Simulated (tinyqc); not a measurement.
Thermal boundary conductance by the acoustic and diffuse mismatch models: one step, computed by the program tinyqc. Command: `OMP_NUM_THREADS=1 python tinyqc.py 3005229 3005230 out.jsonl kapitza walk`. One thread of a shared host (Intel(R) Xeon(R) Processor @ 2.30GHz), about 0.01 s of CPU time with the checks.

Each side has one longitudinal and two transverse Debye branches, omega = v q up to q_D = (6 pi^2 n)^(1/3), with n counting all atoms. Scattering at the interface is elastic. Electrons are left out of G, also for metals. Melting is ignored. G refers to the temperatures of the phonons sent towards the interface. Linear branches over all atoms overstate G at high T, most for crystals with several atoms a cell.

Task: Boundary conductance. G = (k_B^4 T^3/(8 pi^2 hbar^3)) int W(x) x^4 e^x/(e^x - 1)^2 dx, x = hbar omega/(k_B T). Acoustic mismatch: W = sum over the three branches of alpha(1 to 2)/v_1^2, each up to the lower of its two cut-offs. Diffuse mismatch: W = S_1 S_2/(S_1 + S_2), where S_i sums 1/v^2 over the branches of side i still below their cut-off. Radiation limit: W = min(S_1, S_2). The integral is split at the four cut-offs (64 Gauss-Legendre points a piece, x at most 45). Boundary resistance R = 1/G and Kapitza length kappa_2/G use the diffuse value.

Inputs (values chosen for the exercise, modelled on germanium (side 1) and gold (side 2)): conductivity kappa_2 = 321 W/(m K); temperature T = 500 K.

Structure: film on a substrate.

Branches:
```
branch     v (m/s)  cut-off (K)  Z (1e6 kg/(m^2 s))
L, side 1     5330     557.6568             27.6627
T, side 1     3200     334.8033             16.6080
L, side 2     3450     399.1857             67.9650
T, side 2     1250     144.6325             24.6250
```

Transmission:
```
branch  t at normal incidence  largest angle from side 1 (deg)  alpha, 1 to 2  alpha, 2 to 1
L                   0.8223798                               90      0.8976719      0.3760983
T                   0.9621963                               90      0.8268663      0.1261698
```

Constants: k_B = 1.380649e-23 J/K; hbar = 1.054571817e-34 J s.

Give: G, acoustic mismatch; G, diffuse mismatch; G, radiation limit; boundary resistance R; Kapitza length in side 2.

Result:

G, acoustic mismatch = 318.3 MW/(m^2 K)

G, diffuse mismatch = 429.9 MW/(m^2 K)

G, radiation limit = 575.8 MW/(m^2 K)

boundary resistance R = 2.326 m^2 K/GW

Kapitza length in side 2 = 746.7 nm

The diffuse value is 1.35 times the acoustic one and 75 % of the radiation limit. Diffuse scattering raises G here: it ignores the impedance mismatch and lets phonons change direction and branch. Caution: at this temperature short waves carry the heat; linear branches up to q_D overstate their velocity, and inelastic processes, left out here, grow with T.
